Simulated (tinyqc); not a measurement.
Formation energy of a charged point defect from supercell energies: one step, computed by the program tinyqc. Command: `OMP_NUM_THREADS=1 python tinyqc.py 3020328 3020329 out.jsonl formation walk`. One thread of a shared host (Intel(R) Xeon(R) Processor @ 2.30GHz), about 0.01 s of CPU time with the checks.

The host is a compound AB. Making the defect adds n_A = -1, n_B = 0, n_X = 1 atoms to the cell. All total energies are inputs. E_F is counted from the valence-band maximum (VBM); x = 0 is A-rich and x = 1 B-rich growth.

Task: Chemical potentials. dmu_A = x dH and dmu_B = (1 - x) dH, so that dmu_A + dmu_B = dH; mu = mu(element) + dmu. The impurity is held at its solubility limit: dmu_X = min(0, dH(XB) - dmu_B). The reservoir term is sum n_i mu_i.

Inputs (values chosen for the exercise, for a model compound AB):
```
quantity                      value  unit
mu_A of the pure element     -3.001    eV
formation enthalpy dH of AB  -0.924    eV
growth condition x              0.6     -
mu_X of the pure element     -2.065    eV
formation enthalpy of XB      -0.12    eV
```

Defect: impurity X on an A site. Supercell lattice: sc.

Give: dmu_A; dmu_B; dmu_X; sum n_i mu_i.

Result:

dmu_A = -0.5544 eV

dmu_B = -0.3696 eV

dmu_X = 0 eV

sum n_i mu_i = 1.4904 eV

Here the pure element X, not the compound, caps mu_X.
